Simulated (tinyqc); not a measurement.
Gate work function from the charge.

Question. For an undoped double gate, Q = 8 eps0 eps_r Vt beta tan(beta)/ts with 0 < beta < pi/2, and at the source (Vg - dphi)/(2 Vt) - ln[(2/ts) sqrt(2 eps0 eps_r Vt/(q ni))] = ln(beta) - ln(cos beta) + 2 r beta tan(beta), r = eps_r tox/(eox ts). Find beta and dphi.

Values chosen for this exercise; material values close to those of germanium:
- T = 293 K (temperature)
- eps_r = 15.7 (relative permittivity of the semiconductor)
- eox = 9.08 (relative permittivity of the gate insulator)
- tox = 4.2 nm (insulator thickness)
- ts = 20 nm (body thickness)
- Vg = 1.11 V (gate voltage)

Constants: q = 1.602176634e-19 C, kB = 1.380649e-23 J/K, Vt = kB T/q, eps0 = 8.8541878128e-14 F/cm where lengths are in cm. Results are converted to the units shown.

Qs = 1990.5827 nC/cm^2
ni = 1.7396892e13 cm^-3

Solution. beta tan(beta) rises from 0 without bound on the interval, so the charge fixes beta; the second relation is then explicit in dphi. At this charge the surface density passes 0.3 Nc, so the classical Boltzmann model is only formal.

beta = 1.468
dphi = 0.2000 V

Computed by the program tinyqc: `OMP_NUM_THREADS=1 python tinyqc.py 2440145 2440146 out.jsonl`, one thread of a shared Intel Xeon 2.30GHz, about 0.03 s for the whole run.
